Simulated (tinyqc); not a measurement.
Worked calculation: G0W0 on RHF in the 3-21g basis, for H3+, spin multiplicity 1. Computed by tinyqc, a small Python program that keeps every step (integrals from PySCF). Settings: charge = 1, multiplicity = 1, basis = 3-21g, method = RHF, energy threshold = 1e-10, iteration cap = 89, orthogonalisation = canonical, start = Wolfsberg-Helmholz matrix, DIIS depth = 6. Command: `OMP_NUM_THREADS=1 python tinyqc.py 26061 26062 out.jsonl` (the two numbers bound the seeds that draw the settings). One thread of a shared host (Intel(R) Xeon(R) Processor @ 2.60GHz), about 0.08 s of CPU time with the checks. The early iterations of the SCF are left out here.

## One-electron integrals

Geometry (angstrom):

| atom | x | y | z |
|---|---|---|---|
| H | 0.000000 | 0.000000 | 0.000000 |
| H | 0.000000 | 0.000000 | 0.760000 |
| H | 0.000000 | 0.659000 | 0.380000 |

Basis 3-21g: exponents (1/bohr^2) and contraction coefficients of normalised primitives:

| element | l (shell) | exponent | coefficient |
|---|---|---|---|
| H | s (1) | 5.447178 | 0.156285 |
| H | s (1) | 0.824547 | 0.904691 |
| H | s (2) | 0.183192 | 1.000000 |

Overlap, kinetic and nuclear-attraction integrals over the contracted functions; the nuclear repulsion is the sum of Za Zb / Rab.

nuclear repulsion = 2.08755611 hartree

overlap S, lower triangle:
```
          1H 1s     1H 2s     2H 1s     2H 2s     3H 1s     3H 2s
1H 1s  1.000000
1H 2s  0.645899  1.000000
2H 1s  0.385648  0.472796  1.000000
2H 2s  0.472796  0.827844  0.645899  1.000000
3H 1s  0.384992  0.472520  0.384992  0.472520  1.000000
3H 2s  0.472520  0.827552  0.472520  0.827552  0.645899  1.000000
```

kinetic energy T (hartree), lower triangle:
```
          1H 1s     1H 2s     2H 1s     2H 2s     3H 1s     3H 2s
1H 1s  1.549405
1H 2s  0.293152  0.274788
2H 1s  0.186496  0.169817  1.549405
2H 2s  0.169817  0.198830  0.293152  0.274788
3H 1s  0.185611  0.169634  0.185611  0.169634  1.549405
3H 2s  0.169634  0.198706  0.169634  0.198706  0.293152  0.274788
```

nuclear attraction V (hartree), lower triangle:
```
           1H 1s      1H 2s      2H 1s      2H 2s      3H 1s      3H 2s
1H 1s  -3.102508
1H 2s  -1.646418  -1.770506
2H 1s  -1.210762  -1.257238  -3.102508
2H 2s  -1.257238  -1.537851  -1.646418  -1.770506
3H 1s  -1.208526  -1.256344  -1.208526  -1.256344  -3.101899
3H 2s  -1.256521  -1.537332  -1.256521  -1.537332  -1.646095  -1.770298
```

core Hamiltonian H = T + V (hartree), lower triangle:
```
           1H 1s      1H 2s      2H 1s      2H 2s      3H 1s      3H 2s
1H 1s  -1.553103
1H 2s  -1.353266  -1.495718
2H 1s  -1.024267  -1.087422  -1.553103
2H 2s  -1.087422  -1.339021  -1.353266  -1.495718
3H 1s  -1.022915  -1.086711  -1.022915  -1.086711  -1.552494
3H 2s  -1.086888  -1.338626  -1.086888  -1.338626  -1.352944  -1.495510
```

## Two-electron integrals

Functions are numbered as in S; the eight-fold symmetry (ij|kl) = (ji|kl) = (kl|ij) leaves the list below.

Two-electron integrals (ij|kl) in chemists' order, unique and non-zero (hartree):
```
(11|11) 1.140145   (21|11) 0.611403   (21|21) 0.345152   (22|11) 0.626370
(22|21) 0.380329   (22|22) 0.482957   (31|11) 0.362387   (31|21) 0.205590
(31|22) 0.227397   (31|31) 0.156076   (32|11) 0.331495   (32|21) 0.199780
(32|22) 0.246300   (32|31) 0.159298   (32|32) 0.184336   (33|11) 0.661845
(33|21) 0.407080   (33|22) 0.515391   (33|31) 0.362387   (33|32) 0.440603
(33|33) 1.140145   (41|11) 0.440603   (41|21) 0.249617   (41|22) 0.276701
(41|31) 0.159298   (41|32) 0.158072   (41|33) 0.331495   (41|41) 0.184336
(42|11) 0.492274   (42|21) 0.300684   (42|22) 0.387572   (42|31) 0.197994
(42|32) 0.225764   (42|33) 0.492274   (42|41) 0.225764   (42|42) 0.330983
(43|11) 0.407080   (43|21) 0.249711   (43|22) 0.319574   (43|31) 0.205590
(43|32) 0.249617   (43|33) 0.611403   (43|41) 0.199780   (43|42) 0.300684
(43|43) 0.345152   (44|11) 0.515391   (44|21) 0.319574   (44|22) 0.428445
(44|31) 0.227397   (44|32) 0.276701   (44|33) 0.626370   (44|41) 0.246300
(44|42) 0.387572   (44|43) 0.380329   (44|44) 0.482957   (51|11) 0.361669
(51|21) 0.205197   (51|22) 0.226987   (51|31) 0.135137   (51|32) 0.133720
(51|33) 0.279024   (51|41) 0.153401   (51|42) 0.187825   (51|43) 0.168516
(51|44) 0.206120   (51|51) 0.155534   (52|11) 0.331147   (52|21) 0.199586
(52|22) 0.246103   (52|31) 0.133830   (52|32) 0.145931   (52|33) 0.311745
(52|41) 0.151018   (52|42) 0.209508   (52|43) 0.189834   (52|44) 0.239125
(52|51) 0.158916   (52|52) 0.184120   (53|11) 0.279024   (53|21) 0.168516
(53|22) 0.206120   (53|31) 0.135137   (53|32) 0.153401   (53|33) 0.361669
(53|41) 0.133720   (53|42) 0.187825   (53|43) 0.205197   (53|44) 0.226987
(53|51) 0.134937   (53|52) 0.153328   (53|53) 0.155534   (54|11) 0.311745
(54|21) 0.189834   (54|22) 0.239125   (54|31) 0.133830   (54|32) 0.151018
(54|33) 0.331147   (54|41) 0.145931   (54|42) 0.209508   (54|43) 0.199586
(54|44) 0.246103   (54|51) 0.153328   (54|52) 0.182210   (54|53) 0.158916
(54|54) 0.184120   (55|11) 0.661367   (55|21) 0.406835   (55|22) 0.515219
(55|31) 0.279334   (55|32) 0.311865   (55|33) 0.661367   (55|41) 0.311865
(55|42) 0.446418   (55|43) 0.406835   (55|44) 0.515219   (55|51) 0.361669
(55|52) 0.440333   (55|53) 0.361669   (55|54) 0.440333   (55|55) 1.140145
(61|11) 0.440333   (61|21) 0.249466   (61|22) 0.276537   (61|31) 0.153602
(61|32) 0.151076   (61|33) 0.311875   (61|41) 0.182313   (61|42) 0.222104
(61|43) 0.189901   (61|44) 0.239173   (61|51) 0.158916   (61|52) 0.157846
(61|53) 0.133654   (61|54) 0.150952   (61|55) 0.331147   (61|61) 0.184120
(62|11) 0.492053   (62|21) 0.300552   (62|22) 0.387413   (62|31) 0.188080
(62|32) 0.209586   (62|33) 0.446377   (62|41) 0.222138   (62|42) 0.320718
(62|43) 0.275519   (62|44) 0.364901   (62|51) 0.197585   (62|52) 0.225544
(62|53) 0.187776   (62|54) 0.222019   (62|55) 0.492053   (62|61) 0.225544
(62|62) 0.330749   (63|11) 0.311875   (63|21) 0.189901   (63|22) 0.239173
(63|31) 0.153602   (63|32) 0.182313   (63|33) 0.440333   (63|41) 0.151076
(63|42) 0.222104   (63|43) 0.249466   (63|44) 0.276537   (63|51) 0.133654
(63|52) 0.150952   (63|53) 0.158916   (63|54) 0.157846   (63|55) 0.331147
(63|61) 0.145901   (63|62) 0.209473   (63|63) 0.184120   (64|11) 0.446377
(64|21) 0.275519   (64|22) 0.364901   (64|31) 0.188080   (64|32) 0.222138
(64|33) 0.492053   (64|41) 0.209586   (64|42) 0.320718   (64|43) 0.300552
(64|44) 0.387413   (64|51) 0.187776   (64|52) 0.222019   (64|53) 0.197585
(64|54) 0.225544   (64|55) 0.492053   (64|61) 0.209473   (64|62) 0.320623
(64|63) 0.225544   (64|64) 0.330749   (65|11) 0.406835   (65|21) 0.249584
(65|22) 0.319478   (65|31) 0.168723   (65|32) 0.189914   (65|33) 0.406835
(65|41) 0.189914   (65|42) 0.275552   (65|43) 0.249584   (65|44) 0.319478
(65|51) 0.205197   (65|52) 0.249466   (65|53) 0.205197   (65|54) 0.249466
(65|55) 0.611403   (65|61) 0.199586   (65|62) 0.300552   (65|63) 0.199586
(65|64) 0.300552   (65|65) 0.345152   (66|11) 0.515219   (66|21) 0.319478
(66|22) 0.428354   (66|31) 0.206419   (66|32) 0.239242   (66|33) 0.515219
(66|41) 0.239242   (66|42) 0.364971   (66|43) 0.319478   (66|44) 0.428354
(66|51) 0.226987   (66|52) 0.276537   (66|53) 0.226987   (66|54) 0.276537
(66|55) 0.626370   (66|61) 0.246103   (66|62) 0.387413   (66|63) 0.246103
(66|64) 0.387413   (66|65) 0.380329   (66|66) 0.482957
```

## Orthogonalisation

S = U s U^T; canonical form X = U s^(-1/2), so that X^T S X = 1. Each column of U has its largest component positive (the first on a tie).

eigenvalues of S: 0.112453  0.112668  0.561369  0.674055  0.675105  3.864351

X:
```
               1          2          3          4          5         6
1H 1s  -0.687515   0.396759   0.612807   0.814201  -0.470439  0.177712
1H 2s   1.993395  -1.149577  -0.466512   0.280815  -0.161444  0.233857
2H 1s   0.687515   0.396759   0.612807  -0.814201  -0.470439  0.177712
2H 2s  -1.993395  -1.149577  -0.466512  -0.280815  -0.161444  0.233857
3H 1s   0.000000  -0.793776   0.615005   0.000000   0.938578  0.177655
3H 2s   0.000000   2.299493  -0.465615   0.000000   0.324914  0.233822
```

## Starting guess

The start is the generalised Wolfsberg-Helmholz matrix (K = 1.75) built on H; D = 2 C_occ C_occ^T.

D at the start, lower triangle:
```
          1H 1s     1H 2s     2H 1s     2H 2s     3H 1s     3H 2s
1H 1s  0.078802
1H 2s  0.086547  0.095054
2H 1s  0.078802  0.086547  0.078802
2H 2s  0.086547  0.095054  0.086547  0.095054
3H 1s  0.078622  0.086350  0.078622  0.086350  0.078442
3H 2s  0.086469  0.094968  0.086469  0.094968  0.086272  0.094883
```

## Iteration 8 (converged): orbitals

converged F (hartree), lower triangle:
```
           1H 1s      1H 2s      2H 1s      2H 2s      3H 1s      3H 2s
1H 1s  -0.534086
1H 2s  -0.881588  -0.826612
2H 1s  -0.805293  -0.804469  -0.534086
2H 2s  -0.804469  -0.808235  -0.881588  -0.826612
3H 1s  -0.804680  -0.804000  -0.804680  -0.804000  -0.533497
3H 2s  -0.804195  -0.808071  -0.804195  -0.808071  -0.881202  -0.826403
```

Diagonalise F' = X^T F X, C = X C', fill 1 alpha and 1 beta electrons from the bottom; D = 2 C_occ C_occ^T. Each column has its largest component positive (the first on a tie).

F' = X^T F X (hartree), lower triangle:
```
           1          2          3         4         5          6
1   0.533103
2   0.000000   0.533029
3   0.000000  -0.000879   0.259599
4  -0.544759   0.000000   0.000000  0.286151
5   0.000000  -0.544228   0.000270  0.000000  0.284801
6   0.000000  -0.000048  -0.355056  0.000000  0.000637  -1.224574
```

orbital energies (hartree): MO1 -1.305140, MO2 -0.149286, MO3 -0.148950, MO4 0.340164, MO5 0.967117, MO6 0.968205

coefficients C:
```
            MO1        MO2        MO3        MO4        MO5        MO6
1H 1s  0.309115  -0.119779   0.207123   0.559106   0.602782  -1.045323
1H 2s  0.124890  -0.843449   1.463451  -0.506890  -0.797478   1.382314
2H 1s  0.309115  -0.119779  -0.207123   0.559106   0.602782   1.045323
2H 2s  0.124890  -0.843449  -1.463451  -0.506890  -0.797478  -1.382314
3H 1s  0.308938   0.239387   0.000000   0.558815  -1.206557   0.000000
3H 2s  0.124865   1.687476   0.000000  -0.505426   1.595646   0.000000
```

D after iteration 8, lower triangle:
```
          1H 1s     1H 2s     2H 1s     2H 2s     3H 1s     3H 2s
1H 1s  0.191104
1H 2s  0.077211  0.031195
2H 1s  0.191104  0.077211  0.191104
2H 2s  0.077211  0.031195  0.077211  0.031195
3H 1s  0.190994  0.077167  0.190994  0.077167  0.190885
3H 2s  0.077195  0.031189  0.077195  0.031189  0.077151  0.031183
```

## Convergence

Stop when the energy changes by less than 1e-10 hartree and every element of the error matrix X^T (F D S - S D F) X is below 3e-06.

Course of the cycle:

| iteration | E (hartree) | change | largest element of the error matrix |
|---|---|---|---|
| 1 | -1.16180522 | - | 5.23e-01 |
| 2 | -1.25883576 | -9.70e-02 | 7.89e-02 |
| 3 | -1.26108833 | -2.25e-03 | 1.17e-03 |
| 4 | -1.26108882 | -4.92e-07 | 1.44e-04 |
| 5 | -1.26108883 | -7.51e-09 | 9.96e-06 |
| 6 | -1.26108883 | -2.64e-11 | 5.18e-06 |
| 7 | -1.26108883 | -5.08e-12 | 3.59e-06 |
| 8 | -1.26108883 | -4.71e-12 | 6.51e-08 |

PySCF RHF in the same basis = -1.26108883 hartree

Converged in 8 iterations.

## Populations, bond orders and dipole

Mulliken: Z minus the diagonal of D S on the atom; Loewdin: the same with S^(1/2) D S^(1/2); Mayer order: 2 sum_s sum (D(s) S)_ij (D(s) S)_ji over the two atoms.

Charges (e):

| atom | Mulliken | Loewdin |
|---|---|---|
| 1H | 0.333147 | 0.333150 |
| 2H | 0.333147 | 0.333150 |
| 3H | 0.333707 | 0.333699 |

Mayer bond orders:

| pair | order |
|---|---|
| 2-1 | 0.444693 |
| 3-1 | 0.444320 |
| 3-2 | 0.444320 |

dipole moment about the origin, x y z (debye): 0.000000  1.056341  1.825218

## Integrals over molecular orbitals

(pq|rs) = sum C_ip C_jq C_kr C_ls (ij|kl), one index at a time.

one-electron integrals over orbitals h = C^T H C (hartree), lower triangle:
```
           1          2          3          4          5          6
1  -2.043505
2   0.000107  -1.039371
3   0.000000   0.000000  -1.038893
4  -0.156553   0.000048   0.000000  -0.594194
5  -0.000068   0.256206   0.000000  -0.000100  -0.218620
6   0.000000   0.000000   0.256156   0.000000   0.000000  -0.218007
```

Two-electron integrals over orbitals (pq|rs), unique and non-zero (hartree):
```
(11|11) 0.738365    (21|11) -0.000107   (21|21) 0.081859    (22|11) 0.485972
(22|21) 0.030688    (22|22) 0.435305    (31|31) 0.081763    (32|31) -0.030630
(32|32) 0.031256    (33|11) 0.485853    (33|21) -0.030682   (33|22) 0.372622
(33|33) 0.435148    (41|11) 0.156553    (41|21) -0.000039   (41|22) 0.048904
(41|33) 0.048842    (41|41) 0.077598    (42|11) -0.000044   (42|21) -0.022621
(42|22) -0.012871   (42|33) 0.012833    (42|41) -0.000038   (42|42) 0.041083
(43|31) -0.022683   (43|32) 0.012852    (43|43) 0.041137    (44|11) 0.505978
(44|21) -0.000092   (44|22) 0.392045    (44|33) 0.392038    (44|41) 0.067287
(44|42) 0.000016    (44|44) 0.406804    (51|11) 0.000068    (51|21) -0.080644
(51|22) -0.030398   (51|33) 0.030347    (51|41) 0.000039    (51|42) -0.010786
(51|44) 0.000056    (51|51) 0.115800    (52|11) -0.168425   (52|21) -0.026904
(52|22) -0.079224   (52|33) -0.063995   (52|41) -0.063821   (52|42) -0.004107
(52|44) -0.076897   (52|51) 0.039299    (52|52) 0.091184    (53|31) 0.026860
(53|32) -0.007552   (53|43) 0.004096    (53|53) 0.019901    (54|11) 0.000070
(54|21) -0.066775   (54|22) -0.024991   (54|33) 0.024965    (54|41) 0.000031
(54|42) 0.016127    (54|44) 0.000073    (54|51) 0.074777    (54|52) 0.024342
(54|54) 0.068705    (55|11) 0.650769    (55|21) 0.061776    (55|22) 0.486528
(55|33) 0.419640    (55|41) 0.132560    (55|42) 0.000158    (55|44) 0.463729
(55|51) -0.084852   (55|52) -0.176400   (55|54) -0.060917   (55|55) 0.679338
(61|31) -0.080611   (61|32) 0.030375    (61|43) -0.010727   (61|53) -0.039238
(61|61) 0.115872    (62|31) 0.026939    (62|32) -0.007595   (62|43) 0.004086
(62|53) 0.018598    (62|61) -0.039333   (62|62) 0.019965    (63|11) -0.168384
(63|21) 0.026951    (63|22) -0.064016   (63|33) -0.079117   (63|41) -0.063798
(63|42) 0.004123    (63|44) -0.076888   (63|51) -0.039279   (63|52) 0.052570
(63|54) -0.024354   (63|55) -0.117273   (63|63) 0.091096    (64|31) -0.066711
(64|32) 0.024945    (64|43) 0.016159    (64|53) -0.024310   (64|61) 0.074803
(64|62) -0.024381   (64|64) 0.068684    (65|31) -0.061681   (65|32) 0.033303
(65|43) -0.000174   (65|53) -0.029436   (65|61) 0.084782    (65|62) -0.029517
(65|64) 0.060847    (65|65) 0.073040    (66|11) 0.651042    (66|21) -0.061859
(66|22) 0.419838    (66|33) 0.486428    (66|41) 0.132665    (66|42) -0.000245
(66|44) 0.463906    (66|51) 0.084846    (66|52) -0.117413   (66|54) 0.060936
(66|55) 0.533058    (66|63) -0.176395   (66|66) 0.679643
```

## Screening: direct RPA

With D = e_a - e_i and K = (ia|jb): diagonalise D^(1/2) (D + 4K) D^(1/2) = Z w^2 Z^T; X + Y = D^(1/2) Z w^(-1/2), each column of Z with its largest component positive (the first on a tie); E_c = (sum w - tr (D + 2K)) / 2.

D^(1/2) (D + 4K) D^(1/2) (hartree^2), lower triangle:
```
           1>2        1>3       1>4       1>5       1>6
1>2   1.714467
1>3   0.000000   1.714909
1>4  -0.000214   0.000000  3.217714
1>5  -0.522771   0.000000  0.000300  6.215666
1>6   0.000000  -0.522762  0.000000  0.000000  6.221761
```

excitation energies w (hartree): 1.286293  1.286494  1.793799  2.505111  2.506313

X + Y:
```
            1         2          3          4          5
1>2  0.941776  0.000000  -0.000082  -0.077347   0.000000
1>3  0.000000  0.941854   0.000000   0.000000  -0.077245
1>4  0.000129  0.000000   0.957715   0.000085   0.000000
1>5  0.151344  0.000000  -0.000132   0.946196   0.000000
1>6  0.000000  0.151183   0.000000   0.000000   0.946211
```

RPA correlation energy = -0.03536188 hartree

## G0W0 on Hartree-Fock: HOMO

W(p,q,m) = sqrt2 sum_ia (pq|ia) (X+Y)_ia,m; Sigma_c(x) = sum_(i,m) W^2/(x - e_i + w_m) + sum_(a,m) W^2/(x - e_a - w_m); solve x = e_p + Sigma_c(x) by Newton steps; Z = 1/(1 - dSigma/dx); 1 hartree = 27.211386 eV.

The 12 largest terms at x = e_p (hartree; W for the signs of X + Y given):

| q | m | W | term |
|---|---|---|---|
| 1 | 3 | 0.212037 | 0.025064 |
| 6 | 5 | 0.163859 | -0.005618 |
| 5 | 4 | 0.163776 | -0.005615 |
| 2 | 4 | -0.116866 | -0.003731 |
| 3 | 5 | -0.116802 | -0.003725 |
| 2 | 1 | 0.091765 | -0.003448 |
| 3 | 2 | 0.091671 | -0.003440 |
| 4 | 3 | 0.105099 | -0.003212 |
| 5 | 1 | -0.082622 | -0.001918 |
| 6 | 2 | -0.082599 | -0.001917 |
| 1 | 1 | -0.000100 | 7.76e-09 |
| 1 | 4 | 0.000121 | 5.85e-09 |

Newton steps (hartree):

| step | x | Sigma_c(x) | Z |
|---|---|---|---|
| 0 | -1.305140 | -0.007559 | 0.977335 |
| 1 | -1.312528 | -0.007387 | 0.977263 |
| 2 | -1.312527 | -0.007387 | 0.977263 |

quasiparticle energy of the HOMO = -35.715685 eV

Hartree-Fock value = -35.514671 eV

## G0W0 on Hartree-Fock: LUMO

As before.

The 12 largest terms at x = e_p (hartree; W for the signs of X + Y given):

| q | m | W | term |
|---|---|---|---|
| 1 | 4 | -0.116866 | 0.003731 |
| 1 | 1 | 0.091765 | 0.003448 |
| 5 | 3 | -0.086444 | -0.002568 |
| 2 | 3 | 0.066238 | -0.002446 |
| 2 | 1 | 0.034375 | -0.000919 |
| 3 | 2 | -0.034304 | -0.000914 |
| 6 | 5 | -0.055576 | -0.000852 |
| 5 | 4 | 0.055522 | -0.000851 |
| 2 | 4 | -0.044027 | -0.000774 |
| 3 | 5 | 0.043992 | -0.000772 |
| 4 | 1 | -0.032437 | -0.000593 |
| 6 | 2 | 0.027473 | -0.000314 |

Newton steps (hartree):

| step | x | Sigma_c(x) | Z |
|---|---|---|---|
| 0 | -0.149286 | -0.004185 | 0.992261 |
| 1 | -0.153439 | -0.004152 | 0.992277 |
| 2 | -0.153439 | -0.004152 | 0.992277 |

quasiparticle energy of the LUMO = -4.175276 eV

Hartree-Fock value = -4.062282 eV
